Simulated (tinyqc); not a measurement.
Strained L valleys, repopulation and conductivity mass: one step of the calculation.

A cubic crystal with four conduction valleys along the <111> axes under uniaxial stress X along [111] (X > 0 is tension); current along [111]. Non-degenerate electrons, fixed total density, one relaxation time for all valleys and stresses, masses unchanged by strain, so the mobility goes as the mean inverse mass.

Question. Conductivity mass and mobility. Inverse mass along the current d = [111]: (n.d)^2/ml + (1 - (n.d)^2)/mt; mu/mu0 = sum f (1/m) over the plain mean of 1/m.

Values chosen for this exercise:
- ml = 1.61 m0 (longitudinal mass)
- mt = 0.0826 m0 (transverse mass)

share f, valley [111] to [11-1]: [0.99613135, 0.00128955, 0.00128955, 0.00128955]

Wanted: 1/m along d; conductivity mass; unstrained value; mu/mu0.

Answer.

1/m along d, valley [111] to [11-1] (1/m0): [0.6211, 10.83, 10.83, 10.83]
conductivity mass = 1.514 m0
unstrained value = 0.1208 m0
mu/mu0 = 0.07980

The possible range, all electrons in one kind of valley, is 0.0750 to 1.31.

Numbers from tinyqc (`OMP_NUM_THREADS=1 python tinyqc.py 2530114 2530115 out.jsonl`; about 0.01 s on one thread of a shared Intel Xeon 2.30GHz).
